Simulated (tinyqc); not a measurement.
# Permittivity of the insulator from five potentials

Inverse problem. A node lies on a semiconductor-insulator interface. Steps: hs = tb/2 down into the semiconductor, ho = tox/1 up into the insulator, hy = L/5 sideways. The flux balance of its box reads eox (hy/ho)(above - node) + eps_r (hy/hs)(below - node) + [(eps_r hs + eox ho)/(2 hy)](left + right - 2 node) - q Na (hs/2) hy/eps0 = 0. Find eox.

Values chosen for this exercise; semiconductor permittivity close to that of silicon: relative permittivity of the semiconductor eps_r = 11.6; body thickness tb = 3 nm; insulator thickness tox = 7.2 nm; channel length L = 37 nm; acceptor density of the depleted body Na = 0 cm^-3.

Constants: q = 1.602176634e-19 C, eps0 = 8.8541878128e-14 F/cm where lengths are in cm. Results are converted to the units shown.

psi (V): node 0.021305585, above -0.07, below 0.030475439, left 0.12457195, right 0.054589545

Solution. The balance is linear in eox.

eox = 25.0

Computed by the program tinyqc: `OMP_NUM_THREADS=1 python tinyqc.py 2480026 2480027 out.jsonl`, one thread of a shared Intel Xeon 2.30GHz, about 0.1 s for the whole run.
